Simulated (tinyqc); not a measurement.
Interlayer thickness: switching kinetics of a ferroelectric film and the memory window of a ferroelectric gate stack. Computed by tinyqc, a small Python program. Command: `OMP_NUM_THREADS=1 python tinyqc.py 3011387 3011388 out.jsonl feswitch walk`. One thread of a shared host (Intel(R) Xeon(R) Processor @ 2.30GHz), about 0.02 s of CPU time with the checks.

Fields in MV/cm; 1 microcoulomb/cm^2 over eps_0 is 11.29409 MV/cm. In the stack (metal, ferroelectric, interlayer, channel) the channel is taken as a conductor.

Inputs (values chosen for the exercise, for a model hafnia-based film): saturation polarisation P_s = 17 microcoulomb/cm^2; ratio P_r/P_s = 0.78; coercive field E_c = 1.2 MV/cm; permittivity of the ferroelectric eps_F = 42; thickness t_F = 11 nm; permittivity of the interlayer eps_I = 7.5; share s of P screened by trapped charge = 0.7; pulse height V = 4.3 V; breakdown field of the interlayer = 15 MV/cm.

Method. Series stack: V = E_F t_F + E_I t_I and eps_I E_I = eps_F E_F + (1 - s) P/eps_0. E_I is for P = +P_s at the pulse height, the depolarising field for P = +P_r at V = 0; V needed puts E_F = 1.5 E_c after switching.

Stack against t_I:
```
t_I (nm)  E_F after (MV/cm)  E_I (MV/cm)  depolarising field / E_c  V needed (V)
0.3                  3.2095       25.653                   0.11811        2.5128
0.5                  2.8377       23.571                   0.18087        2.8680
0.8                  2.3809       21.013                   0.25798        3.4008
1.2                  1.9065       18.357                   0.33806        4.1112
1.6                  1.5387       16.297                   0.40016        4.8216
2.0                  1.2450       14.652                   0.44973        5.5320
3.0                  0.7180       11.701                   0.53870        7.3080
```

What does the comparison show, and why?

Each nanometre of interlayer costs 1.78 V, against 0.18 V for a nanometre of ferroelectric. The depolarising field grows from 0.12 to 0.54 E_c. At E_F = 1.5 E_c the interlayer carries (1.5 eps_F E_c + (1 - s) P_s/eps_0)/eps_I = 17.8 MV/cm whatever its thickness, above its breakdown field of 15 MV/cm, so the voltages in the last column could not be applied without breakdown. Caution: rows with E_I above the breakdown field of the interlayer cannot be reached without charge injection. Caution: where E_F after switching is below E_c the switching stalls before P_s, and where the depolarising field exceeds E_c the state switches back, so those rows describe states that are not held.
